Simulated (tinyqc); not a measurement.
Correlation length: interface roughness in a thin film (subband fluctuation and scattering).

Square well of width t, barriers V0, c = hbar^2/2m0: E1 solves k t + 2 atan[(k/mz)/(kappa/mb)] = pi, k = sqrt(mz E/c), kappa = sqrt(mb (V0 - E)/c). One interface is rough, so the subband edge fluctuates by G dt with G = |dE1/dt| (central difference of 0.01 angstrom; 2 E1/t for hard walls).

Gaussian roughness spectrum S(q) = pi D^2 Lc^2 exp(-q^2 Lc^2/4). Degenerate gas, taken to fill one subband (the second starts to fill once c kF^2/md exceeds E2 - E1, which is not tested here): kF = sqrt(2 pi Ns/gv), q = 2 kF sin(theta/2), 1/tau = (md/(2 pi c hbar)) G^2 times the integral from 0 to pi of S(q)(1 - cos theta)/eps(q)^2 dtheta, eps(q) = 1 + qs/q with screening (qs = gv md q0/(c eps), q0 = e^2/(4 pi eps0), form factors left out, which overstates the screening; other scattering is left out too, so these values lie far above measured mobilities in all but the thinnest films) or 1 without; mobility = tau c2/md with c2 = e/m0 = 1.75882e15 cm^2/(V s^2); 1e12/cm^2 = 1e-4/angstrom^2.

Constants: hbar^2/2m0 = 3.80998211 eV angstrom^2; hbar = 6.58211957e-16 eV s; e^2/(4 pi eps0) = 14.39964547 eV angstrom.

Inputs chosen for the exercise (near those of a thin Si channel on (100), two-fold valleys; shifted at random, so the results belong to these values and not to a real crystal):

| symbol | value | unit | meaning |
|---|---|---|---|
| t | 20 | angstrom | film thickness |
| mz | 0.893 | m0 | confinement mass |
| V0 | 2.94 | eV | barrier |
| mb | 0.49 | m0 | barrier mass |
| md | 0.188 | m0 | mass in the plane |
| gv | 2 |  | valleys |
| D | 1.2 | angstrom | rms height of the roughness |
| Ns | 0.84 | x 1e12/cm^2 | sheet density |
| eps | 7.7 |  | mean dielectric constant at the channel |
| Ll | (5, 10, 16, 25, 40, 65, 100) | angstrom | correlation lengths |

Fixed D; bare and screened mobility.

Results:

| Lc (angstrom) | kF Lc | bare mobility (cm^2/(V s)) | screened mobility (cm^2/(V s)) |
|---|---|---|---|
| 5 | 0.08 | 3.37e+04 | 1.95e+06 |
| 10 | 0.16 | 8.55e+03 | 4.95e+05 |
| 16 | 0.26 | 3.44e+03 | 2.00e+05 |
| 40 | 0.65 | 715 | 4.28e+04 |
| 65 | 1.06 | 439 | 2.81e+04 |
| 100 | 1.62 | 467 | 3.65e+04 |

Give the missing row, Lc (angstrom) = 25.

Computed row:
```
Lc (angstrom)  kF Lc  bare mobility (cm^2/(V s))  screened mobility (cm^2/(V s))
25              0.41                    1.52e+03                        8.87e+04
```

The bare mobility is lowest at Lc = 65 angstrom of those listed (kF Lc = 1.06). The screened mobility is lowest at Lc = 65 angstrom of those listed (kF Lc = 1.06). Short roughness averages out (mobility as 1/Lc^2; the first two rows give exponent -1.98), and long roughness deflects only by small angles (bare mobility rising as Lc; the last two rows give 0.15).

Program tinyqc; command `OMP_NUM_THREADS=1 python tinyqc.py 1282365 1282366 out.jsonl`; about 0.01 s on one thread of a shared Intel(R) Xeon(R) Processor @ 2.30GHz.
